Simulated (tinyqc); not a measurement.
X-ray reflectivity of a thin film on silicon: critical angles, Parratt recursion, fringes and roughness: one step, computed by the program tinyqc.

n = 1 - delta + i beta; the classical electron radius is r_e = 2.8179403e-6 nm. Layer 0 is vacuum, 1 the film, 2 the substrate.

Task: Reflectivity at one angle. k_j = (2 pi/lambda) sqrt(sin^2 theta - 2 delta_j + 2 i beta_j); r_ij = (k_i - k_j)/(k_i + k_j) x exp(-2 k_i k_j sigma^2) (Nevot-Croce); r = (r_01 + r_12 p)/(1 + r_01 r_12 p), p = exp(2 i k_1 d); R = |r|^2.

Inputs (values chosen for the exercise, modelled on HfO2 on silicon, copper K-alpha radiation):
```
quantity                              value     unit
wavelength lambda                   0.15406       nm
film thickness d                       42.1       nm
roughness of the surface sigma_1       0.93       nm
roughness of the interface sigma_2     0.67       nm
grazing angle theta                    1.33  degrees
```

Constants:
```
layer      rho_e (1/nm^3)         delta          beta  critical angle (degrees)  q_c (1/nm)
film             2342.637  2.493657e-05  1.745560e-06                 0.4046280   0.5760409
substrate         711.402  7.572626e-06  1.741704e-07                 0.2229774   0.3174375
```

Give: k_0, k_1, k_2; 1000 r_01; 1000 r_12; p; reflectivity R; q = 4 pi sin(theta)/lambda.

Result:

k_0, k_1, k_2 (1/nm): 0.9466  0.9018+0.0032i  0.9332+0.0003i

1000 r_01 = 5.542-0.437i

1000 r_12 = -8.054+0.784i

p = 0.6581+0.3852i

reflectivity R = 9.142e-06

q = 4 pi sin(theta)/lambda = 1.893 1/nm
